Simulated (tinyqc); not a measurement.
# Germanium share from the critical thickness

Problem. Critical thickness (Matthews-Blakeslee, 60-degree dislocations): h = bv (1 - nu/4)[ln(h/bv) + 1]/(4 pi e_par (1 + nu)), nu = c12/(c11 + c12). e_par = b1 x. Find e_par and x.

Inputs (values chosen for the exercise): lattice mismatch per unit x b1 = 0.0418; elastic constant c11 = 169 GPa; elastic constant c12 = 62.6 GPa; Burgers vector bv = 0.384 nm.

critical thickness = 37.424511 nm

Answer. For given h the relation is explicit in the strain.

e_par = 0.334 %
x = 0.0800

Program tinyqc, `OMP_NUM_THREADS=1 python tinyqc.py 2530064 2530065 out.jsonl`; Intel Xeon 2.30GHz, shared host, one thread, about 0.01 s.
